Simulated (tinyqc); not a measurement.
MOSFET in saturation, small-signal circuit and noise: one step of the calculation.

Bias by the inversion coefficient IC = I/Ispec (charge-based model with velocity saturation; weak inversion below 0.1, strong above 10). Common-source circuit: gm, gds, Cgs, Cgd and Cj at the inner nodes, Rg in series with the gate; quasi-static, no source or drain resistance, no gate-body capacitance, no substrate network, no induced gate noise, so fmax is an upper estimate.

Question. Current, transconductance and gain. Ispec = 2 n mu Cox (W/L) Vt^2, lc = Ls/L, gms = [sqrt((lc IC + 1)^2 + 4 IC) - 1]/[2 + lc (lc IC + 1)], gm = gms Ispec/(n Vt), gds = sg gm.

Values chosen for this exercise:

| symbol | value | unit | meaning |
|---|---|---|---|
| T | 273 | K | temperature |
| L | 130 | nm | gate length |
| W | 5 | um | total gate width |
| Cox | 1.39 | uF/cm^2 | gate capacitance |
| mu | 440 | cm^2/(V s) | mobility |
| n | 1.28 |  | slope factor |
| Ls | 15 | nm | velocity-saturation length |
| sg | 0.018 |  | ratio gds/gm |
| IC | 0.7 |  | inversion coefficient |

Constants: q = 1.602176634e-19 C, kB = 1.380649e-23 J/K, Vt = kB T/q. Results are converted to the units shown.

Wanted: Ispec; I; gms; gm; gds; gm/I.

Answer.

Ispec = 33.33 uA
I = 23.33 uA
gms = 0.4669
gm = 0.5167 mS
gds = 0.009301 mS
gm/I = 22.15 1/V

Computed by the program tinyqc: `OMP_NUM_THREADS=1 python tinyqc.py 2150019 2150020 out.jsonl`, one thread of a shared Intel Xeon 2.30GHz, about 0.01 s for the whole run.
